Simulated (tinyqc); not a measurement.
Inputs raised by 10 %, one at a time: ballistic transport through the one-dimensional subbands of a rectangular nanowire or nanosheet channel. Computed by tinyqc, a small Python program. Command: `OMP_NUM_THREADS=1 python tinyqc.py 3007119 3007120 out.jsonl wire sens`. One thread of a shared host (Intel(R) Xeon(R) Processor @ 2.30GHz), about 0.05 s of CPU time with the checks.

Hard walls, parabolic subbands, transport along x. Energies are counted from the bulk conduction band edge at the top of the barrier, which the gate pulls down by U; the source Fermi level lies at the bulk edge when U = 0.

Inputs (values chosen for the exercise, modelled on GaAs):
```
quantity                                   value  unit
mass m                                     0.067   m_0
height a                                      10    nm
width b                                       20    nm
equivalent oxide thickness t                 1.1    nm
gate voltage above flat band V_G            0.34     V
drain voltage V_D                           0.77     V
temperature T                                 77     K
mean free path for back-scattering lambda     36    nm
channel length L                              74    nm
```

Valleys: single isotropic valley.

Constants: hbar^2/(2 m_0) = 3.80998212 eV angstrom^2; k_B = 8.617333262e-05 eV/K; m_0 = 9.1093837015e-31 kg; k_B = 1.380649e-23 J/K; hbar = 1.054571817e-34 J s; eps_0 = 8.8541878128e-12 F/m; e = 1.602176634e-19 C; h = 6.62607015e-34 J s.

Method:
- E_pq = (hbar^2 pi^2/2)(p^2/(m_y b^2) + q^2/(m_z a^2)); m_x = m_y = m_z = m, degeneracy g = 1; the 10 lowest subbands are kept.
- F_j(eta) = (1/Gamma(j + 1)) int_0^infinity x^j/(1 + exp(x - eta)) dx, F_0 = ln(1 + exp(eta)). Integrals over x = E/(k_B T) use 160 Gauss-Legendre points in u = sqrt(x) from 0 to sqrt(max(eta, 0) + 32).
- With degeneracy g = 1, eta_i = (U - E_i)/(k_B T) and u = e V_D/(k_B T): line density n = sum_i g sqrt(2 m_x k_B T/pi)/(2 hbar) [F_-1/2(eta_i) + F_-1/2(eta_i - u)]; gate: e n = C_ox (V_G - U/e), C_ox = 3.9 eps_0 2 (a + b)/t (flat-plate estimate); I = (2 e k_B T/h) sum_i g [F_0(eta_i) - F_0(eta_i - u)].
- Linear conductance G = (2 e^2/h) sum_i g f(eta_i), g = 1, f = 1/(1 + exp(-eta_i)), with the barrier frozen at the eta_i above; current per perimeter I/(2(a + b)); with scattering, transmission lambda/(lambda + L) and low-bias resistance (1 + L/lambda)/G.

Runs; columns: (1) input moved; (2) from; (3) to; (4) line density n (1/nm); (5) ballistic conductance (microsiemens); (6) current per perimeter (microampere/micrometre); (7) low-bias resistance with scattering (kiloohm):
```
(1)                                               (2)     (3)      (4)     (5)     (6)     (7)
base run                                            -       -  0.64842  411.20  710.41  7.4309
mass m (m_0)                                    0.067  0.0737  0.76013  457.97  767.02  6.6719
height a (nm)                                      10      11  0.74403  447.00  783.14  6.8356
equivalent oxide thickness t (nm)                 1.1    1.21  0.62613  391.92  687.45  7.7964
gate voltage above flat band V_G (V)             0.34   0.374  0.78455  462.25  877.16  6.6102
drain voltage V_D (V)                            0.77   0.847  0.64842  411.20  710.41  7.4309
mean free path for back-scattering lambda (nm)     36    39.6  0.64842  411.20  710.41  6.9764
channel length L (nm)                              74    81.4  0.64842  411.20  710.41  7.9308
```

Exponents ln(y'/y) / ln(x'/x):
```
input                                      line density n  ballistic conductance  current per perimeter  low-bias resistance with scattering
mass m                                              1.668                  1.130                  0.804                               -1.130
height a                                            1.443                  0.876                  1.023                               -0.876
equivalent oxide thickness t                       -0.367                 -0.504                 -0.345                                0.504
gate voltage above flat band V_G                    1.999                  1.228                  2.212                               -1.228
drain voltage V_D                                   0.000                  0.000                  0.000                                0.000
mean free path for back-scattering lambda           0.000                  0.000                  0.000                               -0.662
channel length L                                    0.000                  0.000                  0.000                                0.683
```

Which inputs matter most for each result?

Among the inputs moved here: line density n answers most in size to gate voltage above flat band V_G (exponent +1.999), next to mass m (+1.668); its exponent is below 0.0005 for drain voltage V_D, mean free path for back-scattering lambda, channel length L. ballistic conductance answers most in size to gate voltage above flat band V_G (exponent +1.228), next to mass m (+1.130); its exponent is below 0.0005 for drain voltage V_D, mean free path for back-scattering lambda, channel length L. current per perimeter answers most in size to gate voltage above flat band V_G (exponent +2.212), next to height a (+1.023); its exponent is below 0.0005 for drain voltage V_D, mean free path for back-scattering lambda, channel length L. low-bias resistance with scattering answers most in size to gate voltage above flat band V_G (exponent -1.228), next to mass m (-1.130); its exponent is below 0.0005 for drain voltage V_D.
